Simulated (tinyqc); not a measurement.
Spin coating of a resist or spin-on film: centrifugal thinning, evaporation and the final thickness (Emslie and Meyerhofer models). Changing the spin speed f. Computed by tinyqc, a small Python program. Command: `OMP_NUM_THREADS=1 python tinyqc.py 3111259 3111260 out.jsonl spincoat sweep`. One thread of a shared host (Intel(R) Xeon(R) Processor @ 2.30GHz), about 0.2 s of CPU time with the checks.

A Newtonian film stays uniform over the wafer; solvent and solids have the same density and the concentration is uniform through the thickness.

Inputs (values chosen for the exercise, of the order of those of a polymer resist in an ester solvent):
```
quantity                                 value          unit
solids volume fraction c0                 0.13             -
kinematic viscosity of the solvent nu_s    1.9        mm^2/s
viscosity constant k                      5100        mm^2/s
viscosity exponent gamma                   2.3             -
evaporation rate at 1000 rpm e0           0.33  micrometre/s
starting thickness h0                      200    micrometre
wafer radius R                             100            mm
shrinkage in the bake                     0.43             %
```

Method:
- omega = 2 pi f/60; nu(c) = nu_s + k c^gamma; evaporation rate e = e0 sqrt(f/1000 rpm).
- Flow constant K = 2 omega^2/(3 nu(c0)); Reynolds number of the air omega R^2/nu_air with nu_air = 15 mm^2/s.
- Full model for solids s and liquid l per area, h = s + l, c = s/h: ds/dt = -c Q, dl/dt = -(1 - c) Q - e, Q = 2 omega^2 h^3/(3 nu(c)); integrated adaptively (relative tolerance 1e-9) until l = 0.
- Dry film = s at l = 0, before the bake; film after the bake = s x (1 - shrinkage).

One run for each value:
```
spin speed f (rpm)  dry film (nm)  time to dry (s)  Reynolds number of the air
400                        3214.6           117.73                  2.7925e+04
610                        2603.9            77.32                  4.2586e+04
940                        2097.9            50.23                  6.5624e+04
1400                       1719.2            33.75                  9.7738e+04
2200                       1371.5            21.49                  1.5359e+05
3400                       1103.3            13.91                  2.3736e+05
5200                        892.1             9.09                  3.6303e+05
8000                        719.3             5.91                  5.5851e+05
```

Over the rows, dry film (nm) falls from 3210 to 719 (exponent d ln y / d ln x about -0.50 throughout); time to dry (s) falls from 118 to 5.91 (exponent d ln y / d ln x about -1.00 throughout); Reynolds number of the air rises from 27900 to 559000 (exponent d ln y / d ln x about 1.0 throughout). The exponent of dry film stays at -0.50: (e/omega^2)^(1/3) with e as sqrt(f).

Caution (rows 5200, 8000): above a Reynolds number of about 3e5 the air flow near the rim turns turbulent, and evaporation is no longer uniform.
